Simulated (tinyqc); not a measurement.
Worked calculation: carrier statistics of a doped semiconductor with parabolic bands. Values are carried at full precision from step to step, so a last printed digit may differ when a step is redone from the rounded ones.

Constants: kB = 8.617333262e-05 eV/K; hbar^2/2m0 = 3.80998211 eV angstrom^2.

Values chosen for the exercise (near those of Si; the results hold for these values, not for the real material): Eg0 = 1.169 eV (gap at 0 K); al = 0.00047 eV/K (Varshni alpha); be = 642 K (Varshni beta); T = 77 K; ml = 0.913 m0 (longitudinal electron mass); mt = 0.189 m0 (transverse electron mass); Mv = 6 (equivalent valleys); mhh = 0.542 m0 (heavy-hole mass); mlh = 0.153 m0 (light-hole mass); ND = 1.6e+18 1/cm^3 (donors); NA = 3.1e+18 1/cm^3 (acceptors); ED = 0.0449 eV (donor level below Ec); EA = 0.0449 eV (acceptor level above Ev).

## Gap and thermal energy

Eg(T) = Eg0 - al T^2/(T + be) (Varshni).

Eg = 1.16512 eV
kT = 0.006635 eV

The gap has shrunk by 3.9 meV from 0 K and is 175.6 kT wide.

## Effective densities of states

m_de = Mv^(2/3) (ml mt^2)^(1/3); m_dh = (mhh^(3/2) + mlh^(3/2))^(2/3); N = 2 (m kB T/(4 pi c))^(3/2) with c = hbar^2/2m0, in 1/angstrom^3; times 1e24 for 1/cm^3.

m_de = 1.0550 m0
m_dh = 0.5949 m0
Nc = 3.5357e+18 1/cm^3
Nv = 1.4973e+18 1/cm^3

The light holes supply 13.0 % of Nv, and Nc/Nv = 2.36.

## Intrinsic density and level

With Boltzmann statistics ni = sqrt(Nc Nv) exp(-Eg/2kT) and Ei = Eg/2 + (kT/2) ln(Nv/Nc), counted from Ev.

ni = 1.71e-20 1/cm^3
Ei = 0.5797 eV

Ei lies 2.9 meV below midgap, towards the band with the smaller density of states.

## Neutrality by bisection

Energies are counted from Ev, so Ec = Eg. n = Nc F_1/2((EF - Eg)/kT), p = Nv F_1/2(-EF/kT), ND+ = ND/(1 + 2 exp((EF - Eg + ED)/kT)), NA- = NA/(1 + 4 exp((EA - EF)/kT)); neutrality asks p + ND+ = n + NA-. F_j(eta) = (1/Gamma(j + 1)) integral_0^infinity x^j dx/(1 + exp(x - eta)), which tends to exp(eta) for eta << 0.

Start from the bracket [-0.2 eV, Eg + 0.2 eV]; at the midpoint EF take the sign of p + ND+ - n - NA-; where it is positive EF must rise. Fourteen steps are shown.

Bisection (eV, 1/cm^3):
```
step       low     high        EF         n         p       ND+       NA-  sign
1     -0.20000  1.36512   0.58256  2.62e-20  1.11e-20  1.60e+18  3.10e+18     -
2     -0.20000  0.58256   0.19128  6.44e-46  4.53e+05  1.60e+18  3.10e+18     -
3     -0.20000  0.19128  -0.00436  1.01e-58  1.87e+18  1.60e+18  4.63e+14     +
4     -0.00436  0.19128   0.09346  2.55e-52  1.14e+12  1.60e+18  3.09e+18     -
5     -0.00436  0.09346   0.04455  1.60e-55  1.82e+15  1.60e+18  5.94e+17     +
6      0.04455  0.09346   0.06901  6.39e-54  4.56e+13  1.60e+18  2.80e+18     -
7      0.04455  0.06901   0.05678  1.01e-54  2.88e+14  1.60e+18  1.86e+18     -
8      0.04455  0.05678   0.05066  4.03e-55  7.23e+14  1.60e+18  1.16e+18     +
9      0.05066  0.05678   0.05372  6.39e-55  4.56e+14  1.60e+18  1.51e+18     +
10     0.05372  0.05678   0.05525  8.04e-55  3.62e+14  1.60e+18  1.68e+18     -
11     0.05372  0.05525   0.05449  7.17e-55  4.07e+14  1.60e+18  1.60e+18     +
12     0.05449  0.05525   0.05487  7.59e-55  3.84e+14  1.60e+18  1.64e+18     -
13     0.05449  0.05487   0.05468  7.38e-55  3.95e+14  1.60e+18  1.62e+18     -
14     0.05449  0.05468   0.05458  7.27e-55  4.01e+14  1.60e+18  1.61e+18     -
```

Each step halves the bracket, which is 0.191 meV wide at the last row.

## The neutral state

Solve the neutrality condition for EF to convergence.

EF = 0.0545 eV
n = 7.22e-55 1/cm^3
p = 4.04e+14 1/cm^3
ND+ = 1.60e+18 1/cm^3
NA- = 1.60e+18 1/cm^3

The material is p-type; 51.6 % of the acceptors are ionised. EF lies 8.22 kT inside the gap from the valence edge, so Boltzmann statistics would serve; n p/(Nc Nv exp(-Eg/kT)) = 1.000. Both dopants are dense enough here for band tails and pairing, which sharp levels leave out.

## Checks

- F_1/2(1) by the trapezoid rule against adaptive quadrature: both 1.575641.
- Positive against negative charge at the solution (1/cm^3): both 1.60040e+18.

(tinyqc, `OMP_NUM_THREADS=1 python tinyqc.py 1651148 1651149 out.jsonl`, Intel(R) Xeon(R) Processor @ 2.30GHz, 1 thread, shared host, about 0.01 s.)
